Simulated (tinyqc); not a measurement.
Exact and approximate size effects: heat flow across a film from the phonon Boltzmann equation in the relaxation-time approximation. Computed by tinyqc, a small Python program. Command: `OMP_NUM_THREADS=1 python tinyqc.py 3026648 3026649 out.jsonl slabbte walk`. One thread of a shared host (Intel(R) Xeon(R) Processor @ 2.30GHz), about 0.01 s of CPU time with the checks.

Two black walls, hot at x = 0 and cold at x = L, emit phonons isotropically. For one free path Lambda, with tau = x/Lambda, tau_L = L/Lambda and phi = (T - T_cold)/Delta T, energy balance gives phi(tau) = (1/2) [E2(tau) + int_0^tau_L phi(s) E1(|tau - s|) ds]; E_n are the exponential integrals. The flux over the ballistic flux C v Delta T/4 is psi = 1 - 2 int_0^tau_L phi(s) E2(s) ds, and kappa_eff/kappa = (3/4) tau_L psi. kappa = C v Lambda/3 is an input, so at fixed kappa a longer free path means a smaller C v.

Inputs (values chosen for the exercise, modelled on gallium nitride): free path Lambda_1 = 120 nm; free path Lambda_2 = 1100 nm; share f_2 of kappa = 0.16.

Free-path groups: two.

Method:
- Cut the film into n equal cells with constant phi, collocated at the centres c_i: the kernel integrates to A_ij = |E2(|c_i - e_j|) - E2(|c_i - e_(j+1)|)|/2 for cell edges e_j, and A_ii = 1 - E2(half a cell); solve (1 - A) phi = E2(c)/2; psi = 1 - 2 sum_j phi_j [E3(e_j) - E3(e_(j+1))].
- Each group is solved on its own with 150 and 300 cells, psi = (4 psi(300) - psi(150))/3, and weighted by its share of kappa (f_1 is what the others leave); exchange of energy between groups inside the film is left out.
- Two-flux: kappa_eff/kappa = sum f_i/(1 + 4 Lambda_i/(3 L)). Matthiessen with the thickness: sum f_i/(1 + Lambda_i/L). Ballistic limit: sum f_i 3 L/(4 Lambda_i).

Kappa_eff/kappa:

| L (nm) | Boltzmann | two-flux | Matthiessen | ballistic limit |
|---|---|---|---|---|
| 3.6 | 0.018762 | 0.018876 | 0.024988 | 0.019293 |
| 12 | 0.058985 | 0.059903 | 0.078090 | 0.064309 |
| 30 | 0.13238 | 0.13584 | 0.17225 | 0.16077 |
| 72 | 0.25964 | 0.26818 | 0.32483 | 0.38585 |
| 180 | 0.44929 | 0.46220 | 0.5265 | 0.96464 |
| 480 | 0.65808 | 0.66945 | 0.72061 | 2.5724 |
| 1200 | 0.80529 | 0.81318 | 0.84711 | 6.4309 |
| 3000 | 0.90025 | 0.90493 | 0.92477 | 16.077 |

What does the comparison show, and why?

The two-flux formula lies above the Boltzmann result by at most about 3.3 % (at L = 72 nm); the Matthiessen form is high by up to 33 %, since it misses the factor 3/4 of the ballistic limit. The thinnest film reaches 97 % of that limit, and the thickest, 25 Lambda_1, only 90 % of the bulk value: the long free paths keep the size effect alive far beyond Lambda_1. Rows below about 10 nm are near the phonon wavelength, where a particle picture fails.
